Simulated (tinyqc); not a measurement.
Against the Fermi level: single-band model of a thermoelectric material. Computed by tinyqc, a small Python program. Command: `OMP_NUM_THREADS=1 python tinyqc.py 3022418 3022419 out.jsonl thermo walk`. One thread of a shared host (Intel(R) Xeon(R) Processor @ 2.30GHz), about 0.01 s of CPU time with the checks.

One spherical band, one scattering law, no minority carriers and no phonon drag. In a real material minority carriers limit |S| to about E_g/(2 e T), so larger values are formal. eta = E_F/(k_B T) is counted from the band edge; f = 1/(1 + exp(x - eta)).

Inputs (values chosen for the exercise, for a model material):
```
quantity                              value        unit
density-of-states mass m               0.23         m_0
mobility parameter mu_300              1400  cm^2/(V s)
temperature exponent p                    2           -
lattice thermal conductivity kappa_L    1.4     W/(m K)
temperature T                           770           K
```

Band: parabolic. Scattering: acoustic phonons, r = -0.5.

Constants: k_B = 8.617333262e-05 eV/K; e = 1.602176634e-19 C; m_0 = 9.1093837015e-31 kg; k_B = 1.380649e-23 J/K; hbar = 1.054571817e-34 J s.

Method:
- With x = E/(k_B T), a = alpha k_B T (0 for a parabolic band), G = x (1 + a x), D = 1 + 2 a x and <y> = int y f (1 - f) dx, f = 1/(1 + exp(x - eta)): tau = tau_0 G^r/D; transport function s = G^(3/2 + r)/D^2; n = N_0 <G^(3/2)> with N_0 = (2 m k_B T)^(3/2)/(3 pi^2 hbar^3).
- Integrals over x = E/(k_B T) use 160 Gauss-Legendre points in u = sqrt(x) from 0 to sqrt(max(eta, 0) + 32).
- sigma = e mu_0 N_0 <s> with mu_0 = e tau_0/m = mu_300 (T/300 K)^(-p); |S| = (k_B/e)(<x s>/<s> - eta); Lorenz number L = (k_B/e)^2 (<x^2 s>/<s> - (<x s>/<s>)^2); kappa_e = L sigma T; zT = S^2 sigma T/(kappa_L + kappa_e).

The same material at other dopings:
```
eta  n (1/cm^3)  |S| (microvolt/K)  sigma (S/cm)  power factor (microwatt/(cm K^2))       zT
-4   2.0713e+17             517.82    5.2912e+00                             1.4188  0.07770
-3   5.5696e+17             432.97    1.4165e+01                             2.6554  0.14436
-2   1.4717e+18             350.24    3.7003e+01                             4.5391  0.24221
-1   3.7310e+18             272.49    9.1325e+01                             6.7808  0.34611
0    8.7089e+18             204.50    2.0207e+02                             8.4508  0.39414
1    1.7934e+19             150.88    3.8285e+02                             8.7151  0.35171
2    3.2140e+19             112.39    6.2006e+02                             7.8322  0.26379
4    7.4115e+19              68.22    1.1714e+03                             5.4510  0.12761
6    1.3029e+20              46.95    1.7499e+03                             3.8566  0.06718
10   2.7413e+20              28.35    2.9153e+03                             2.3423  0.02690
```

What does the comparison show, and why?

|S| falls and sigma rises with eta, so their product S^2 sigma peaks: among these rows at eta = 1, and zT at eta = 0, where |S| = 205 microvolt/K. zT stays above 90 % of its best row from n = 8.7e18 to 8.7e18 per cm^3.

Extremes, crossings and ranges named in words are read from the listed rows.
